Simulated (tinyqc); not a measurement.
# Changing the electric field F

Model: hot carriers by balance equations with a heated Maxwellian. Computed by tinyqc, a small Python program. Command: `OMP_NUM_THREADS=1 python tinyqc.py 3022178 3022179 out.jsonl hot sweep`. One thread of a shared host (Intel(R) Xeon(R) Processor @ 2.30GHz), about 0.06 s of CPU time with the checks.

The carriers follow a Maxwellian at an electron temperature T_e, slightly displaced; the drift energy is neglected against k_B T_e. The balance averages the rate, not the time, so mu_0 lies below the relaxation-time value.

Inputs (values chosen for the exercise, modelled on electrons in diamond):
```
quantity                                          value       unit
effective mass m                                   0.49        m_0
density rho                                        3515     kg/m^3
sound velocity v_l                                18500        m/s
acoustic deformation potential D_A                  8.8         eV
phonon energy hbar w                                141        meV
optical or intervalley deformation potential D_o    8.9  1e8 eV/cm
final valleys Z_f                                     5          -
lattice temperature T                               300          K
iteration cap                                       300          -
```

Band: parabolic. Solver: Newton.

Constants: k_B = 8.617333262e-05 eV/K; k_B = 1.380649e-23 J/K; e = 1.602176634e-19 C; hbar = 1.054571817e-34 J s; m_0 = 9.1093837015e-31 kg; hbar = 6.582119569e-16 eV s.

Method:
- Parabolic band: E = hbar^2 k^2/(2 m), speed v = hbar k/m, states per spin, volume and energy g(E) = m k/(2 pi^2 hbar^2). Masses are multiplied by m_0 and all formulas are in SI units.
- Phonon occupation N_q = 1/(exp(hbar w/(k_B T)) - 1).
- Acoustic deformation potential (elastic, equipartition, absorption and emission together): 1/tau = 2 pi k_B T D_A^2 g(E)/(hbar rho v_l^2).
- Optical or intervalley deformation potential: 1/tau = (pi Z_f D_o^2/(rho w)) [N_q g(E + hbar w) + (N_q + 1) g(E - hbar w)], with g = 0 below the band edge.
- Averages over the Maxwellian, <y> = int y x^(1/2) exp(-x) dx / int x^(1/2) exp(-x) dx with x = E/(k_B T_e), split at x_0 = hbar w/(k_B T_e): 64 Gauss-Legendre points in sqrt(x) below it and 128 in sqrt(x - x_0) above it, up to x = 32. Momentum balance: mu(T_e) = e/(m nu), nu = <x (sum of rates)>/<x>. Power lost per carrier: P(T_e) = hbar w <emission rate - absorption rate> + <(2 m v_l^2/(k_B T)) (E - 2 k_B T) acoustic rate>.
- Energy relaxation time at weak heating: tau_E = (3/2) k_B / (dP/dT_e), the derivative by a central difference of +/- 0.5 K at T_e = T.
- Newton: h(T_e) = P - e mu F^2, T_new = T_e - h/h', with h' by a central difference of +/- 0.5 K, limited to the range T to 3 T_e.
- Start at T_e = 1.5 T; stop when T_e moves by less than 1e-6 K or exceeds 1e6 K.
- v = mu(T_e) F; warm-carrier coefficient (mu/mu_0 - 1)/F^2.

One run for each value:
```
electric field F (kV/cm)  drift velocity (1e7 cm/s)  electron temperature T_e (K)  mu/mu_0
0.1                                          0.0344                         300.2  0.99881
0.22                                         0.0752                         301.1  0.99431
0.46                                         0.1545                         304.6  0.97625
1                                            0.3118                         318.6  0.90652
4.6                                          0.8028                         432.9  0.50734
10                                           1.0444                         564.3  0.30360
22                                           1.2682                         807.7  0.16758
46                                           1.4752                        1296.8  0.09323
100                                          1.6897                        2770.0  0.04912
```

Give the missing row, electric field F (kV/cm) = 2.2.

Computed row:
```
electric field F (kV/cm)  drift velocity (1e7 cm/s)  electron temperature T_e (K)  mu/mu_0
2.2                                          0.5534                         359.1  0.73128
```

Interpolating between the two neighbouring rows (the first column on a logarithmic scale, the others too where they are positive) misses most in drift velocity (1e7 cm/s), by 8.2 %. Over the rows, drift velocity (1e7 cm/s) rises from 0.0344 to 1.69 (exponent d ln y / d ln x 0.99 between the first rows and 0.17 between the last); electron temperature T_e (K) rises from 300 to 2770 (exponent d ln y / d ln x 0.0036 between the first rows and 0.98 between the last); mu/mu_0 falls from 0.999 to 0.0491 (exponent d ln y / d ln x -0.0057 between the first rows and -0.83 between the last). At the low end the exponent of drift velocity is 0.99, close to 1: Ohm's law. At the low end the exponent of electron temperature T_e is 0.00, close to 0: the gas is still at the lattice temperature. The mobility has lost 10 % between 1.00 and 2.20 kV/cm.

Caution (rows 0.100, 0.220, 0.460, 1.00, 2.20, 4.60, 10.0, 22.0, 46.0): the drift energy m v^2/2 is not small against the heating (3/2) k_B (T_e - T), so T_e - T is rough. Caution (rows 100): k_B T_e exceeds 0.12 eV, where non-parabolicity and a non-Maxwellian tail matter.

Extremes, crossings and ranges named in words are read from the listed rows.
